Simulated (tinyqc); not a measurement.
Landau-Devonshire theory of a uniaxial ferroelectric: one step, computed by the program tinyqc.

G(P) = (alpha/2) P^2 + (beta*/4) P^4 + (gamma/6) P^6 - E P per volume, SI units, one domain, P along the polar axis.

Task: Temperatures of the first-order transition. T_C = T0* + 3 beta*^2/(16 alpha_0 gamma); the polar phase survives up to T1 = T0* + beta*^2/(4 alpha_0 gamma); at T_C Ps^2 = -3 beta*/(4 gamma); latent heat = (1/2) alpha_0 T_C Ps^2.

Inputs (values chosen for the exercise, for a model ferroelectric):
```
quantity,value,unit
alpha_0,1.27e+06,J m/(C^2 K)
Curie-Weiss temperature T0,410,K
gamma,2.4e+09,J m^9/C^6
temperature T,314,K
```

Sample: free crystal.

T0* = 410 K

beta* = -3.90e+08 J m^5/C^4

Give: transition temperature T_C; superheating limit T1; jump of Ps; latent heat.

Result:

transition temperature T_C = 419.36 K

superheating limit T1 = 422.48 K

jump of Ps = 34.911 microcoulomb/cm^2

latent heat = 32.454 MJ/m^3

Thermal hysteresis can span at most T1 - T0* = 12.5 K.
